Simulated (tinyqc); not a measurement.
The phase diagram: regular and subregular solution with a miscibility gap. Computed by tinyqc, a small Python program. Command: `OMP_NUM_THREADS=1 python tinyqc.py 3030478 3030479 out.jsonl regsol walk`. One thread of a shared host (Intel(R) Xeon(R) Processor @ 2.30GHz), about 0.02 s of CPU time with the checks.

Per mole of mixing sites: G(x) = x (1 - x) [L0 + L1 (1 - 2x)] + R T [x ln x + (1 - x) ln(1 - x)], x the fraction of B.

Inputs (values chosen for the exercise, for a model alloy): interaction L0 = 6.59 kJ/mol; size misfit eta = d ln a/dx = 0.039; asymmetry L1 = 0 kJ/mol.

Source of L0: given.

Constants: R = 8.314462618 J/(mol K).

Method:
- L0 and eta are given.
- The spinodal is G'' = 0, R T_s(x) = x (1 - x) [2 L0 + 6 L1 (1 - 2x)]; the critical point is its maximum.
- G' = L0 (1 - 2x) + L1 (1 - 6x + 6x^2) + R T ln[x/(1 - x)]; G'' = -2 L0 - 6 L1 (1 - 2x) + R T/[x (1 - x)].
- Common tangent: F1 = G'(x1) - G'(x2) = 0 and F2 = [G - x G'](x1) - [G - x G'](x2) = 0. Newton step: J = [[G''(x1), -G''(x2)], [-x1 G''(x1), x2 G''(x2)]], J dx = -F; a step that would leave 0 < x < 1 is halved until it stays inside. The start is x1 = s0, x2 = 1 - s0.
- For this table each start is x_s1/6 and 1 - (1 - x_s2)/6. The dilute estimate of x1 is exp(-(L0 + L1)/(R T)).

critical temperature T_c = 396.297 K

critical composition x_c = 0.5

L0 = 6.59 kJ/mol

Binodal and spinodal:

| T (K) | binodal x1 | spinodal x_s1 | spinodal x_s2 | binodal x2 | dilute estimate of x1 |
|---|---|---|---|---|---|
| 159 | 0.0073036 | 0.11309 | 0.88691 | 0.99270 | 0.0068406 |
| 198 | 0.021176 | 0.14631 | 0.85369 | 0.97882 | 0.018261 |
| 238 | 0.046511 | 0.18399 | 0.81601 | 0.95349 | 0.035785 |
| 277 | 0.085190 | 0.22567 | 0.77433 | 0.91481 | 0.057191 |
| 317 | 0.14473 | 0.27634 | 0.72366 | 0.85527 | 0.082060 |
| 357 | 0.23829 | 0.34255 | 0.65745 | 0.76171 | 0.10859 |
| 380 | 0.32729 | 0.39860 | 0.60140 | 0.67271 | 0.12421 |

The dilute estimate is 0.94 of x1 at the lowest T and 0.38 at the highest: it drops the pull of the other solutes and the impurity of the second phase. Near the top the binodal is 1.70 times as wide as the spinodal; the mean-field limit at T_c is sqrt(3) = 1.73.

Extremes, crossings and ranges named in words are read from the listed rows.
